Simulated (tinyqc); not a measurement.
Inside a calculation. Model: Hall factor, magnetoresistance and optical conductivity for a power-law relaxation time. Computed by tinyqc, a small Python program that keeps every step. Command: `OMP_NUM_THREADS=1 python tinyqc.py 3008831 3008832 out.jsonl magneto walk`. One thread of a shared host (Intel(R) Xeon(R) Processor @ 2.30GHz), about 0.01 s of CPU time with the checks. Intermediate numbers are printed to about 6 digits and carried at full precision; extremes and crossings named in words are read from the listed rows.

One spherical parabolic band, tau(E) = tau_0 x^s with x = E/(k_B T). Landau quantisation is left out.

Inputs (values chosen for the exercise, with a mass close to that of holes in silicon):
```
quantity,value,unit
effective mass m,0.4,m_0
exponent s,1.5,-
tau_0,36,fs
reduced Fermi level eta,-0.057,-
temperature T,300,K
magnetic field B,15,T
frequency f,0.78,THz
background permittivity eps_inf,14.7,-
```

Constants: m_0 = 9.1093837015e-31 kg; k_B = 1.380649e-23 J/K; hbar = 1.054571817e-34 J s; e = 1.602176634e-19 C; eps_0 = 8.8541878128e-12 F/m; c = 299792458 m/s.

## Density and moments of tau

<y> = int y x^(3/2) f (1 - f) dx / int x^(3/2) f (1 - f) dx, f = 1/(1 + exp(x - eta)). Integrals over x = E/(k_B T) use 160 Gauss-Legendre points in u = sqrt(x) from 0 to sqrt(max(eta, 0) + 45). n = (2 m k_B T)^(3/2)/(3 pi^2 hbar^3) int x^(3/2) f (1 - f) dx; moments in units of tau_0.

density n = 4.64244e+18 1/cm^3

<tau>/tau_0 = 5.28188

<tau^2>/tau_0^2 = 48.9978

<tau^3>/tau_0^3 = 690.025

<1/tau> tau_0 = 0.499684

## Limits

mu = e <tau>/m; weak field r_H = <tau^2>/<tau>^2 and MR = c (mu B)^2, c = <tau^3>/<tau>^3 - r_H^2; strong field r_H = 1 and MR = <tau> <1/tau> - 1.

drift mobility mu = 836.090 cm^2/(V s)

weak-field Hall factor = 1.75630

coefficient c = 1.59813

saturation MR = 163.927 %

For a classical gas r_H = Gamma(5/2) Gamma(5/2 + 2s)/Gamma(5/2 + s)^2 = 1.9328; degeneracy narrows the energy window and pulls it towards 1.

## At the given field

With w_c = e B/m: sigma_xx = (n e^2/m) <tau/(1 + w_c^2 tau^2)>, sigma_xy = (n e^2/m) <w_c tau^2/(1 + w_c^2 tau^2)>; r_H = (n e/B) sigma_xy/(sigma_xx^2 + sigma_xy^2); MR = sigma_0 sigma_xx/(sigma_xx^2 + sigma_xy^2) - 1, sigma_0 = n e^2 <tau>/m.

mu B = 1.25413

sigma_xx = 191.758 S/cm

|sigma_xy| = 233.880 S/cm

Hall factor r_H = 1.26787

magnetoresistance MR = 30.3706 %

## Field dependence

The formulas are those given above.

Against the field:
```
B (T),mu B,r_H,MR (%)
0.36,3.00992e-02,1.75070,1.41960e-01
1.2,1.00331e-01,1.70756,1.36152e+00
3.6,3.00992e-01,1.55782,7.24380e+00
7.2,6.01984e-01,1.41476,1.59391e+01
12,1.00331e+00,1.30988,2.54159e+01
24,2.00661e+00,1.19033,4.22824e+01
48,4.01323e+00,1.10575,6.26611e+01
120,1.00331e+01,1.04192,9.12864e+01
480,4.01323e+01,1.00774,1.27184e+02
```

r_H falls from 1.751 to 1.008, so a strong-field measurement gives n directly (though the highest fields listed exceed the roughly 100 T that non-destructive magnets reach); half of the fall is done between 0.602 and 1.00 in mu B. MR starts as B^1.88 and reaches 78 % of its saturation value in the last row. It arises only because carriers of different energy have different Hall angles, which one Hall field cannot cancel. Above 89 T hbar w_c exceeds k_B T and mu B exceeds 1, and Landau quantisation replaces this picture.

## Response at frequency f

sigma(w) = (n e^2/m) <tau/(1 - i w tau)>, w = 2 pi f; eps = eps_inf + i sigma/(eps_0 w); N = sqrt(eps); absorption coefficient 2 w Im N/c; reflectivity |(N - 1)/(N + 1)|^2; plasma frequency sqrt(n e^2/(eps_inf eps_0 m))/(2 pi).

sigma(w) = 251.937+250.994i S/cm

permittivity = -563.717+580.589i

refractive index = 11.0797+26.2007i

absorption coefficient = 8566.36 1/cm

reflectivity = 0.946758

plasma frequency = 7.97804 THz

w <tau> = 0.93 and f/f_p = 0.0978. Here the real part of eps is negative and the sample reflects like a metal.

Checks made by the program: <tau> against adaptive quadrature (relative difference below 1e-10).
